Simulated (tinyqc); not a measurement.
# Worked calculation: floating body of a partially depleted SOI transistor: body voltage and kink

Numbers from tinyqc (`OMP_NUM_THREADS=1 python tinyqc.py 2182084 2182085 out.jsonl`; about 0.2 s on one thread of a shared Intel Xeon 2.30GHz). Printed values are rounded.

Source at 0 V. Channel current Ic = 2 nf K Vt^2 [F(0) - F(Vd)](1 + la Vd), F(V) = ln^2(1 + exp((Vg - VT - nf V)/(2 nf Vt))), VT = VT0 - gb Vb. Saturation voltage Vs = 2 Vt sqrt(F(0)) + 3 Vt, excess Ve = (Vd - Vs + sqrt((Vd - Vs)^2 + 0.0004 V^2))/2, multiplication M1 = Ai Ve exp(-Bl/Ve). Each junction passes D(v) = J1 (exp(v/Vt) - 1) + J2 (exp(v/(2 Vt)) - 1). Bipolar current Ib = bb J1 (exp(Vb/Vt) - 1). The body settles where M1 (Ic + Ib) = D(Vb) + D(Vb - Vd) + Vb/Rb; drain current Id = (1 + M1)(Ic + Ib) - D(Vb - Vd).

Inputs (values chosen for the exercise); values of the order met in partially depleted silicon-on-insulator transistors: temperature T = 330 K; threshold at zero body voltage VT0 = 0.31 V; fall of the threshold per volt of body voltage gb = 0.21; slope factor nf = 1.16; gain factor per width K = 230 uA/(V^2 um); channel-length modulation factor la = 0.05 1/V; impact-ionisation prefactor Ai = 2.56 1/V; impact-ionisation voltage Bl = 6.4 V; diffusion saturation current of each junction J1 = 9.3e-11 uA/um; recombination saturation current of each junction J2 = 2e-8 uA/um; gain of the lateral bipolar transistor on the diffusion current bb = 3; resistance of a weak body tie to the source (1e9 stands for no tie, and the term is then dropped) Rb = 20000 kohm um; gate voltage Vg = 0.73 V; drain voltage Vd = 2.4 V.

Constants: q = 1.602176634e-19 C, kB = 1.380649e-23 J/K, Vt = kB T/q. Results are converted to the units shown.

Range of the model: The multiplication law is an empirical form chosen for the exercise; self-heating and capacitive coupling to the body are left out, and the linear laws are rough once Vb passes about 0.7 V or M1 about 0.1.

## Starting value

Vb = 0.64 V.

Vb at the start = 0.64 V

## Iteration 1: new Vb

Current into the body I_in = M1 (Ic + Ib) - D(Vb - Vd), current out I_out = D(Vb) + Vb/Rb; f = ln(I_in/I_out), s = df/dVb by central differences over 1e-5 V, Vb(new) = Vb - f/s.

Ic = 34.12931 uA/um
Ve = 1.836799 V
M1 = 0.1442380
I_in = 5.161964 uA/um
I_out = 0.5863804 uA/um
f = 2.175104
s = -31.37511 1/V
Vb after iteration 1 = 0.7093258 V

## Iteration 2: new Vb

As before.

Ic = 35.94488 uA/um
Ve = 1.824252 V
M1 = 0.1398603
I_in = 7.682852 uA/um
I_out = 6.369828 uA/um
f = 0.1874183
s = -22.77232 1/V
Vb after iteration 2 = 0.7175559 V

## Iteration 3: new Vb

As before.

Ic = 36.16355 uA/um
Ve = 1.822762 V
M1 = 0.1393460
I_in = 8.573124 uA/um
I_out = 8.495387 uA/um
f = 0.009108902
s = -20.53030 1/V
Vb after iteration 3 = 0.7179995 V

## Course of the iteration

Stop when the step is below 1e-10 V, or after 40 iterations.

Course of the iteration:
```
iteration  Vb before the step (V)  step (V)
1                            0.64    0.0693
2                       0.7093258   8.23e-3
3                       0.7175559   4.44e-4
4                       0.7179995   1.36e-6
5                       0.7180009  1.28e-11
```

Converged in 5 iterations.

## Drain current with floating and with grounded body

converged Vb = 0.7180009 V

Id and VT at the converged Vb, Id at Vb = 0, their ratio, and the bipolar share Ib/(Ic + Ib).

VT = 0.1592198 V
Id, floating = 70.56463 uA/um
Id, grounded = 23.29141 uA/um
ratio = 3.029641
bipolar share = 41.59215 %

The body rises to 0.718 V and lowers the threshold by 151 mV.
